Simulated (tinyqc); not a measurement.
Finite square well with mass mismatch (envelope functions), step by step. Values are carried at full precision from step to step, so a last printed digit may differ when a step is redone from the rounded ones.

A square well of width L and depth V0, mass mw inside and mb outside, energies from the bottom of the well, c = hbar^2/2m0. k = sqrt(mw E/c), kappa = sqrt(mb (V0 - E)/c). psi and psi'/m are continuous at the walls (BenDaniel-Duke), so level n solves k L + 2 atan[(k/mw)/(kappa/mb)] = n pi.

Constants: hbar^2/2m0 = 3.80998211 eV angstrom^2.

Inputs chosen for the exercise (near those of a GaAs well in AlGaAs; shifted at random, so the results belong to these values and not to a real crystal): L = 264 angstrom (well width); V0 = 0.13 eV (barrier height); mw = 0.0669 m0 (mass in the well); mb = 0.0803 m0 (mass in the barrier); alpha_w = 0.53 1/eV (non-parabolicity in the well); alpha_b = 0.69 1/eV (non-parabolicity in the barrier).

## How many levels are bound

At E = V0 the arctangent equals pi/2, so level n is bound if k0 L > (n - 1) pi with k0 = sqrt(mw V0/c). Compare with the infinitely deep well, E1(hard) = c (pi/L)^2/mw.

k0 = 0.04778 1/angstrom
k0 L/pi = 4.0149
number of bound levels = 5
E1(hard) = 0.0081 eV

The count does not depend on mb. One more level binds at L = 328.8 angstrom.

## The lowest level by bisection

f(E) = k L + 2 atan[(k/mw)/(kappa/mb)] - pi rises with E. Twelve halvings of [0, V0]: keep the half in which f changes sign.

Bisection:
```
step  low (eV)  high (eV)  midpoint (eV)        k    kappa        f
1      0.00000    0.13000        0.06500  0.03378  0.03701   7.4393
2      0.00000    0.06500        0.03250  0.02389  0.04533   4.2930
3      0.00000    0.03250        0.01625  0.01689  0.04896   2.1031
4      0.00000    0.01625        0.00813  0.01194  0.05068   0.5631
5      0.00000    0.00813        0.00406  0.00845  0.05152  -0.5233
6      0.00406    0.00813        0.00609  0.01034  0.05110   0.0659
7      0.00406    0.00609        0.00508  0.00944  0.05131  -0.2139
8      0.00508    0.00609        0.00559  0.00990  0.05121  -0.0708
9      0.00559    0.00609        0.00584  0.01013  0.05115  -0.0017
10     0.00584    0.00609        0.00597  0.01024  0.05113   0.0323
11     0.00584    0.00597        0.00590  0.01018  0.05114   0.0154
12     0.00584    0.00590        0.00587  0.01015  0.05115   0.0068
```

After twelve halvings the bracket is V0/4096 = 0.032 meV wide.

## Bound levels

Solve the condition for each n (six at most). With A = cos(kL/2) for even and sin(kL/2) for odd levels, the probability in the barriers is Pb = (A^2/kappa)/(A^2/kappa + L/2 +/- sin(kL)/(2k)), + for even.

Levels:
```
n  parity  E (eV)  k (1/angstrom)  kappa (1/angstrom)      Pb
1    even  0.0058         0.01013             0.05115  0.0067
2     odd  0.0233         0.02022             0.04743  0.0280
3    even  0.0519         0.03018             0.04058  0.0686
4     odd  0.0903         0.03982             0.02892  0.1503
5    even  0.1299         0.04776             0.00124  0.8586
```

The lowest level lies at 72 % of the infinite-well value and decays into the barrier over 1/kappa = 19.5 angstrom.

## Mass in the plane and density of states

To first order in the in-plane energy, 1/m_par = (1 - Pb)/mw + Pb/mb for each subband. Each adds a step D = m_par/(2 pi c) to the density of states per area (spin included, one valley); 1/angstrom^2 = 1e16/cm^2.

Subbands:
```
n  m_par (m0)  D (1e13/(eV cm^2))
1      0.0670               2.798
2      0.0672               2.808
3      0.0677               2.827
4      0.0686               2.867
5      0.0781               3.262
```

## Levels with energy-dependent masses

Non-parabolic bands: mw is replaced by mw (1 + alpha_w E) and mb by mb (1 - alpha_b (V0 - E)), in k, kappa and the matching condition alike.

Solve the same condition with the energy-dependent masses, and list the shift from the parabolic levels that exist in both.

Levels:
```
n  E (eV)  mass inside  mass outside  shift (meV)
1  0.0059       0.0671        0.0734          0.1
2  0.0233       0.0677        0.0744          0.0
3  0.0512       0.0687        0.0759         -0.7
4  0.0876       0.0700        0.0780         -2.7
5  0.1268       0.0714        0.0801         -3.2
```

Level 1 moves by +0.1 meV and level 5 by -3.2 meV. The lighter mass deep in the barrier hardens the wall for low levels; the heavier mass in the well wins higher up.

## Checks

- Lowest level by finite differences (200 cells across the well) against the matching condition, eV: both 0.0058.

Computed by tinyqc, a small Python program: `OMP_NUM_THREADS=1 python tinyqc.py 1280358 1280359 out.jsonl` (the numbers bound the seed that draws the inputs); one thread of a shared host (Intel(R) Xeon(R) Processor @ 2.30GHz), about 0.01 s for the whole set of steps.
